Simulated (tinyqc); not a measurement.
# Input admittance of a MOSFET at zero drain bias: distributed channel and distributed gate, step by step

Numbers from tinyqc (`OMP_NUM_THREADS=1 python tinyqc.py 2262017 2262018 out.jsonl`; about 0.01 s on one thread of a shared Intel Xeon 2.30GHz). Printed values are rounded.

Source and drain grounded, strong inversion, w = 2 pi f, Cox = eps0 eox/tox. The channel is an RC line of resistance 1/(mu Cox Vo) per square fed from both ends, so one finger has the intrinsic admittance y = i w Cox L tanh(g)/g per width, g = (1/2) sqrt(i w tau), tau = L^2/(mu Vo). The vertical resistance rv/L is in series with y, the overlaps 2 i w Cov in parallel: y_t = 1/(1/y + rv/L) + 2 i w Cov. The gate strip is a line of Rsh/L per length loaded by y_t, so a finger has Y = y_t Wf tanh(k)/k, k = (Wf/sd) sqrt(y_t Rsh/L); the device has Nf Y.

Parameters, values chosen for the exercise; values of the order met in silicon radio-frequency transistors:

| symbol | value | unit | meaning |
|---|---|---|---|
| eox | 8.77 |  | relative permittivity of the gate insulator (close to aluminium oxide) |
| tox | 3.8 | nm | insulator thickness |
| L | 0.52 | um | channel length |
| Wf | 3.3 | um | finger width |
| Nf | 16 |  | number of fingers |
| mu | 280 | cm^2/(V s) | channel mobility |
| Vo | 0.34 | V | gate overdrive |
| Rsh | 32 | ohm/square | sheet resistance of the gate |
| rv | 0 | ohm um^2 | vertical resistivity of the gate stack |
| sd | 1 |  | number of ends at which a finger is contacted |
| Cov | 0.2 | fF/um | overlap and fringe capacitance on each side |
| f | 3.4 | GHz | frequency |

Constants: eps0 = 8.8541878128e-14 F/cm where lengths are in cm. Results are converted to the units shown.

## Low-frequency resistances and capacitance

Low-frequency limits, with c = Cox L and ct = c + 2 Cov: R_strip = Rsh Wf/(3 sd^2 L Nf), R_ch = (c/ct)^2 L/(12 mu Cox Vo Wf Nf), R_vert = (c/ct)^2 rv/(L Wf Nf), C = ct Wf Nf.

parts (ohm): strip 4.23077, channel 3.91823, vertical 0
sum = 8.14900 ohm
C = 582.171 fF
1/(2 pi R C) = 33.5479 GHz

The strip term is the largest, 51.9 % of the sum.

## Admittance of the channel and stack per width

tau, g, c = Cox L, y and y_t as defined.

tau = 28.4034 ps
g = 0.275403+0.275403i
c = 10.6260 fF/um
y = 11.436+226.307i uS/um
y_t = 11.436+234.852i uS/um

w tau = 0.607, and Im y is 0.997 of w c.

## Input impedance of the device

k and Y as defined; Z = 1/(Nf Y) = R + 1/(i w C); Q = |Im Z|/R; signal at the point farthest from a contact |1/cosh k|.

k = 0.287434+0.273779i
Nf Y = 1.2443+12.2968i mS
R = 8.14545 ohm
C = 581.512 fF
Q = 9.88253
signal at the far point = 0.994143

R is 0.044 % below its low-frequency limit and C is 0.11 % below its own.
